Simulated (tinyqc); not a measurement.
Tight binding, honeycomb lattice, step by step. Computed by tinyqc, a small Python program that keeps every step. Settings: t1 = 2.63, t2 = 0, phi = -2.47, delta = 0, points = 5. Command: `OMP_NUM_THREADS=1 python tinyqc.py 28106 28107 out.jsonl` (the two numbers bound the seeds that draw the settings). One thread of a shared host (Intel(R) Xeon(R) Processor @ 2.60GHz), about 0.01 s of CPU time with the checks.

## Bloch Hamiltonian at k

Parameters chosen for this model:
```
parameter      value                        unit
t1          2.630000                 eV, nearest
t2                 0       eV, second neighbours
phi        -2.470000  rad, phase of t2 (Haldane)
delta              0          eV, +/- on A and B
```

k point k (fractions of the reciprocal vectors): [0.220000, 0.410000]

H_AB = -t1 (1 + exp(-i k.a1) + exp(-i k.a2)); H_AA = delta - 2 t2 sum cos(k.b + phi), H_BB = -delta - 2 t2 sum cos(k.b - phi), b = a1, a2 - a1, -a2.

H(k) at k (eV), order A, B:
```
[[0.000000, -0.902230+3.992640i],
 [-0.902230-3.992640i, 0.000000]]
```

## Levels at k

Diagonalise the Hermitian matrix.

eigenvalues (eV): [-4.093311, 4.093311]

weights |c|^2 of the basis functions, order A, B:
```
[[0.500000, 0.500000],
 [0.500000, 0.500000]]
```

## Bloch Hamiltonian at K

k point K (fractions of the reciprocal vectors): [0.333333, 0.666667]

As before.

H(k) at K (eV), order A, B:
```
[[0.000000, 0.000000],
 [0.000000, 0.000000]]
```

## Levels at K

As before.

eigenvalues (eV): [0.000000, 0.000000]

## Bands along a path

The same steps at evenly spaced points between the labelled ones.

Bands along the path (eV):
```
k             band 1    band 2
G          -7.890000  7.890000
G-K 0.20   -7.435249  7.435249
G-K 0.40   -6.149627  6.149627
G-K 0.60   -4.255429  4.255429
G-K 0.80   -2.080180  2.080180
K                  0         0
K-M 0.20   -0.889627  0.889627
K-M 0.40   -1.625429  1.625429
K-M 0.60   -2.175249  2.175249
K-M 0.80   -2.515056  2.515056
M          -2.630000  2.630000
M-K' 0.20  -2.515056  2.515056
M-K' 0.40  -2.175249  2.175249
M-K' 0.60  -1.625429  1.625429
M-K' 0.80  -0.889627  0.889627
K'                 0         0
```

With 1 band(s) filled, the highest filled level on these points lies at K and the lowest empty one at K: the bands touch or overlap, so there is no gap.
